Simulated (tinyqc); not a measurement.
Lorentz oscillators and the Kramers-Kronig relations, step by step. Values are carried at full precision from step to step, so a last printed digit may differ when a step is redone from the rounded ones.

eps(E) = 1 + sum_j S_j/(E0_j^2 - E^2 - i G_j E).

Constants: hbar c = 1973.269805 eV angstrom; hbar^2/2m0 = 3.80998211 eV angstrom^2; e^2/(4 pi eps0) = 14.39964547 eV angstrom.

Parameters, chosen for this exercise:
- E0 = (6.78) eV (resonances)
- G = (0.82) eV (widths)
- S = (77.7) eV^2 (strengths)
- E = 1.85 eV (photon energy)
- h = 0.2 eV (grid step)
- M = 30 (grid points E_j = j h)
- i = 13 (grid index at which eps1 is wanted)

## Dielectric function at one energy

Evaluate each oscillator and the sum.

terms: 1.8239+0.0650i

eps(E) = 2.8239+0.0650i
eps(0) = 2.6903

## Optical constants

n + i k = sqrt(eps1 + i eps2) with k >= 0; R = ((n - 1)^2 + k^2)/((n + 1)^2 + k^2) at normal incidence from vacuum; alpha = 2 E k/(hbar c), times 1e8 for 1/cm; loss function Im(-1/eps) = eps2/(eps1^2 + eps2^2).

Convert eps at the photon energy E into the optical constants.

n = 1.6806
k = 0.0193
R = 0.0645
alpha = 3.63e+03 1/cm
loss function = 0.0082
vacuum wavelength hc/E (hc = 1239.841984 eV nm) = 670.2 nm

The intensity falls to 1/e within 2.76e+03 nm.

## Absorptive part on the grid

Tabulate eps2 at E_j = j h.

eps2(E_j), j = 1 .. M: 0.0060  0.0121  0.0184  0.0248  0.0315  0.0385  0.0460  0.0541  0.0627  0.0722  0.0827  0.0944  0.1074  0.1223  0.1392  0.1589  0.1818  0.2088  0.2412  0.2804  0.3286  0.3888  0.4654  0.5651  0.6979  0.8801  1.1388  1.5216  2.1164  3.0935

## eps1 at one grid point

Kramers-Kronig: eps1(E) = 1 + (2/pi) P integral_0^infinity E1 eps2(E1)/(E1^2 - E^2) dE1. Maclaurin rule on the grid E_j = j h, j = 1 .. M: eps1(E_i) = 1 + (4 h/pi) sum over j with j - i odd of E_j eps2(E_j)/(E_j^2 - E_i^2); nothing is added above E_M.

List the terms E_j eps2_j/(E_j^2 - E_i^2) for j - i odd, add them and form eps1.

terms in order of j (1/eV): -0.0007  -0.0032  -0.0087  -0.0206  -0.0523  -0.2265  0.3170  0.1461  0.1213  0.1214  0.1358  0.1666  0.2257  0.3464  0.6348

sum = 1.903 1/eV
eps1(E_i) = 1.485

The oscillator formula gives 2.976 at E_i = 2.6 eV. The rule samples every 2h = 0.4 eV against a narrowest width of 0.82 eV and stops at 6 eV; coarse sampling and the missing tail make the difference.

## The f-sum on the grid

W(E_M) = (2/pi) h sum_j E_j eps2_j, with half weight on the last point; the full integral equals sum S_j = (hbar omega_p)^2, and the electron density follows from (hbar omega_p)^2 = 8 pi c (e^2/(4 pi eps0)) N with c = hbar^2/2m0.

W(E_M) = 7.40 eV^2
sum S = 77.70 eV^2
share reached on this grid (a step near the line widths can inflate it) = 0.095
hbar omega_p = 8.815 eV
N = 5.64e+22 1/cm^3

## Checks

- The value of eps1 at 1.913 eV from a fine, long grid (with the tail of eps2 ~ 1/E^3 added) against the oscillator formula: both 2.83.

Computed by tinyqc, a small Python program: `OMP_NUM_THREADS=1 python tinyqc.py 1650617 1650618 out.jsonl` (the numbers bound the seed that draws the inputs); one thread of a shared host (Intel(R) Xeon(R) Processor @ 2.30GHz), about 0.1 s for the whole set of steps.
